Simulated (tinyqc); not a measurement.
Size effects in the resistivity of thin metal films and interconnect lines: one step, computed by the program tinyqc.

Electrons lose their drift at surfaces (a share 1 - p of the hits) and at grain boundaries (reflection R), besides bulk scattering. The line sits in a trench with a non-conducting liner on both walls and the bottom; the spacing equals the drawn width.

Problem. Surfaces. Fuchs-Sondheimer film: rho_b/rho = 1 - (3/(2 kappa))(1 - p) int_0^1 (s - s^3)(1 - exp(-kappa/s))/(1 - p exp(-kappa/s)) ds, f = rho/rho_b, kappa = thickness/lambda, 80 Gauss-Legendre points. Line: the excess of a film of thickness w_m and of a film of thickness h_m are added, rho/rho_b = 1 + (f(w_m) - 1) + (f(h_m) - 1), an estimate that holds best when both sides exceed lambda.

Inputs (values chosen for the exercise, modelled on copper): bulk mean free path lambda = 39.1 nm; specularity p = 0.5.

Geometry: line.

metal width w_m = 8.6 nm

metal height h_m = 19.3 nm

Give: kappa = w_m/lambda; f(w_m); f(h_m); rho/rho_b from surfaces.

Solution.

kappa = w_m/lambda = 0.21995

f(w_m) = 1.8514

f(h_m) = 1.4090

rho/rho_b from surfaces = 2.2604

Caution: for lines much narrower than lambda adding the two film terms and the grain term underestimates the resistivity.
